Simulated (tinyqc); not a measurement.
MOSFET in the linear regime without short-channel effects, parameter extraction from computed curves: one step of the calculation.

Inversion charge Q = Cox n Vt W0(exp((Vg - VT)/(n Vt))), W0 the Lambert function and n = nf; u = Q/Cox; mobility mu = mu0/(1 + th1 u + th2 u^2); channel resistance Rch = (L - dL)/(W mu Q); Id = Vd/(Rch + Rsd/W). Cox = eps0 eox/tox. Small Vd, no channel-length or drain effects.

Task. The Y function. Y_i = Id_i/sqrt(gm_i). For Id = beta Vd x/(1 + th x), x = Vg - VT, Y = sqrt(beta Vd) x whatever th. Slope s from points 7 and 10; VT_Y = Vg - Y/s at point 10; beta = s^2/Vd; mobility beta L/(W Cox) with the drawn L; th* = (beta Vd x/Id - 1)/x at point 10.

Parameters, values chosen for the exercise; channel values of the order met in silicon transistors: relative permittivity of the gate insulator (close to silicon dioxide) eox = 3.9; insulator thickness tox = 1.3 nm; low-field mobility mu0 = 96 cm^2/(V s); second mobility attenuation factor th2 = 0 1/V^2; gate width W = 1 um; drawn gate length L = 0.046 um; drawn less effective length dL = 0.014 um; drain voltage Vd = 0.025 V.

Constants: eps0 = 8.8541878128e-14 F/cm where lengths are in cm. Results are converted to the units shown.

Vg, point 0 to 11 (V): [0.05, 0.17, 0.29, 0.41, 0.53, 0.65, 0.77, 0.89, 1.01, 1.13, 1.25, 1.37]
Id, point 0 to 11 (uA): [0.0049731812, 0.17688708, 3.6914351, 15.945731, 30.391651, 43.617874, 55.142311, 65.093876, 73.704893, 81.197421, 87.759707, 93.545655]
gm, point 1 to 10 (uS): [15.360258, 65.703518, 111.25090, 115.30060, 103.12775, 89.483340, 77.344090, 67.098105, 58.561726, 51.450977]

Give: Y; s; VT_Y; beta; mobility from Y; th*.

Result.

Y, point 1 to 10 (uA^0.5 V^0.5): [0.045133, 0.45541, 1.5118, 2.8303, 4.2951, 5.8293, 7.4016, 8.9979, 10.610, 12.235]
s = 13.426 uA^0.5 V^-0.5
VT_Y = 0.33869 V
beta = 7209.9 uA/V^2
mobility from Y = 124.86 cm^2/(V s)
th* = 0.95655 1/V

The mobility from Y is 9.5 % below mu0 L/(L - dL) = 138 cm^2/(V s), which it should reach in deep inversion when th2 = 0.

Computed by the program tinyqc: `OMP_NUM_THREADS=1 python tinyqc.py 2210167 2210168 out.jsonl`, one thread of a shared Intel Xeon 2.30GHz, about 0.01 s for the whole run.
